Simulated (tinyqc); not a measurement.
Length of a molecular wire: coherent transport through a tight-binding bridge. Computed by the program tinyqc. Command: `OMP_NUM_THREADS=1 python tinyqc.py 112055 112056 out.jsonl`; one thread of a shared host (Intel(R) Xeon(R) Processor @ 2.60GHz), about 1 s.

A uniform bridge between two chains:
```
parameter                        value
site energy (eV)              0.680000
hopping in the bridge (eV)    0.600000
lead hopping (eV)             2.680000
couplings (eV)              0.58, 0.82
E (eV)                       -0.230000
```

T = Gamma_L Gamma_R |G_1n|^2 with the self-energies of semi-infinite chains.

Transmission against length:
```
sites           T     ln T
2      1.5429e-01  -1.8689
3      4.7920e-01  -0.7356
4      5.6660e-01  -0.5681
5      1.6494e-01  -1.8022
6      1.3029e-01  -2.0380
7      2.5897e-01  -1.3511
8      9.0583e-01  -0.0989
9      2.4453e-01  -1.4084
10     1.2914e-01  -2.0469
```

E lies inside the band of the bridge (|E - e|/2h = 0.758 < 1): T does not decay but oscillates with length, between 0.129 and 0.906 here, as levels of the bridge pass E.
